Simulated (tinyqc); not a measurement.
Finite square well with mass mismatch (envelope functions): sweeps and comparisons. A value that a table varies takes the place of the one given here.

A square well of width L and depth V0, mass mw inside and mb outside, energies from the bottom of the well, c = hbar^2/2m0. k = sqrt(mw E/c), kappa = sqrt(mb (V0 - E)/c). psi and psi'/m are continuous at the walls (BenDaniel-Duke), so level n solves k L + 2 atan[(k/mw)/(kappa/mb)] = n pi.

Non-parabolic bands: mw is replaced by mw (1 + alpha_w E) and mb by mb (1 - alpha_b (V0 - E)), in k, kappa and the matching condition alike.

Constants: hbar^2/2m0 = 3.80998211 eV angstrom^2.

Inputs chosen for the exercise (near those of a strained Si well in SiGe; not measured data): V0 = 0.186 eV (barrier height); mw = 0.933 m0 (mass in the well); mb = 0.962 m0 (mass in the barrier); Ls = (8, 11, 16, 22, 31, 43, 60) angstrom (widths); L = 62 angstrom (well width); alpha_w = 0.53 1/eV (non-parabolicity in the well); alpha_b = 0.51 1/eV (non-parabolicity in the barrier).

## Width of the well

Levels against L, beside the infinite well E1(hard) = c (pi/L)^2/mw; Pb is the probability of level 1 in the barriers; a dash marks an unbound level.

Levels:

| L (angstrom) | bound levels | E1 (eV) | E2 (eV) | E1(hard) (eV) | Pb |
|---|---|---|---|---|---|
| 8 | 1 | 0.1135 | - | 0.6297 | 0.398 |
| 11 | 1 | 0.0877 | - | 0.3331 | 0.255 |
| 16 | 2 | 0.0593 | 0.1831 | 0.1574 | 0.133 |
| 22 | 2 | 0.0397 | 0.1436 | 0.0833 | 0.070 |
| 31 | 3 | 0.0243 | 0.0935 | 0.0419 | 0.032 |
| 43 | 3 | 0.0145 | 0.0573 | 0.0218 | 0.015 |
| 60 | 5 | 0.0083 | 0.0331 | 0.0112 | 0.006 |

The infinite well overestimates E1 by a factor 5.55 at 8 angstrom and 1.34 at 60 angstrom. The local exponent d ln E1/d ln L goes from -0.81 (first two rows) to -1.68 (last two), towards the -2 of hard walls, as Pb falls from 0.398 to 0.006. E2 - E1 is largest at 16 angstrom of the widths listed.

## Levels of description

The same well five ways. mb = mw: the barrier takes the mass of the well. psi' continuous: kappa holds mb but the condition drops the masses, k L + 2 atan(k/kappa) = n pi. The last column is measured against BenDaniel-Duke.

Levels (eV):

| model | E1 | E2 | E3 | E1 - E1(BDD) (meV) |
|---|---|---|---|---|
| infinite walls | 0.0105 | 0.0419 | 0.0944 | 2.6 |
| mb = mw | 0.0079 | 0.0314 | 0.0698 | 0.0 |
| BenDaniel-Duke | 0.0079 | 0.0313 | 0.0696 | 0.0 |
| psi' continuous | 0.0079 | 0.0315 | 0.0700 | 0.1 |
| non-parabolic | 0.0079 | 0.0312 | 0.0682 | 0.1 |

Hard walls put E1 2.6 meV too high. Ignoring the mass step moves it by 0.0 meV and the wrong matching by +0.1 meV: with mb/mw = 1.03, continuity of psi'/m lets the slope outside be 1.03 times the slope inside, which acts like a softer wall. Non-parabolicity shifts E1 by +0.1 meV, the balance of a heavier mass in the well, which lowers it, and a lighter mass deep in the barrier, which hardens the wall. Among the finite wells the largest departure in E1 is that of the model 'non-parabolic'.

## What each parameter does

Parabolic bands. Pb is the probability of level 1 in the barriers, (A^2/kappa)/(A^2/kappa + L/2 + sin(kL)/(2k)) with A = cos(kL/2). Each row changes one parameter from the base and keeps the others.

Results:

| case | E1 (eV) | bound levels | Pb | V0 - E1 (eV) |
|---|---|---|---|---|
| base | 0.0079 | 5 | 0.0057 | 0.1781 |
| L = 56 angstrom | 0.0094 | 4 | 0.0075 | 0.1766 |
| V0 = 0.158 eV | 0.0077 | 4 | 0.0071 | 0.1503 |
| mw = 1.0263 m0 | 0.0073 | 5 | 0.0049 | 0.1787 |
| mb = 1.2025 m0 | 0.0076 | 5 | 0.0061 | 0.1784 |

The largest shifts from the base row, up to three for each result and ties (the steps differ in size, so this ranks the rows, not the parameters). E1 (eV): L +0.0015, mw -0.0005, mb -0.0002, V0 -0.0002. bound levels: L -1, V0 -1; unchanged at the printed digits by mw and mb. Pb: L +0.0017, V0 +0.0014, mw -0.0008. V0 - E1 (eV): V0 -0.0278, L -0.0015, mw +0.0005.

Run: tinyqc, `OMP_NUM_THREADS=1 python tinyqc.py 1250101 1250102 out.jsonl`; Intel(R) Xeon(R) Processor @ 2.30GHz, one thread, shared host; about 0.01 s of CPU time with all checks.
